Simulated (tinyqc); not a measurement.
Electromigration in a confined line: Blech product, Korhonen stress evolution and Black's law: one step, computed by the program tinyqc.

The electron wind pushes atoms from the cathode (x = 0) to the anode (x = L); blocking ends build a back stress (tension positive). The input rho is taken not to change with temperature. d sigma/dt = d/dx [kappa (d sigma/dx + G)], with zero flux at both ends and sigma = 0 at t = 0.

Question. Extrapolation by Black's law. Median life t50 = A j^(-n) exp(E/(k_B T)); acceleration factor = t50(use)/t50(test) = (j/j_u)^n exp[(E/k_B)(1/T_u - 1/T)]. Temperatures in kelvin are T(C) + 273.15.

Inputs (values chosen for the exercise, close to those used for ruthenium lines):
```
quantity                 value     unit
activation energy E       1.41       eV
current density j         0.81  MA/cm^2
line length L               11       um
test temperature T         340        C
use temperature T_u        105        C
use current density j_u   0.89  MA/cm^2
current exponent n           2        -
```

Start: stress-free.

Constants: k_B = 8.617333262e-05 eV/K.

Give: current factor; temperature factor; acceleration factor.

Answer.

current factor = 0.82830

temperature factor = 1.5931e+07

acceleration factor = 1.3196e+07

Caution: the test j L lies below the critical product, so the line would not void in the test and the acceleration factor is formal. Caution: an acceleration factor above a million assumes one mechanism over a range that no test covers. Caution: j_u L lies below the critical product, so the acceleration factor is formal: at use the line would not void.
